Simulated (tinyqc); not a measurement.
# Via and link resistance from two via chains

Inverse problem. A chain of 5000 vias joined by 5000 metal links has R = 5000 (Rv + Rlink), with Rlink proportional to the link length. Find Rv, Rlink for length L, and the value of Rv that the short chain would give if the links were ignored.

resistance of chains of 5000 links with link lengths L and 3 L (ohm): [83500, 1.305e5]

Answer. R per link is a straight line in the link length; its intercept at zero length is Rv.

Rv = 12.0 ohm
Rlink = 4.70 ohm
Rv without correction = 16.7 ohm

Program tinyqc, `OMP_NUM_THREADS=1 python tinyqc.py 2750135 2750136 out.jsonl`; Intel Xeon 2.30GHz, shared host, one thread, about 0.01 s.
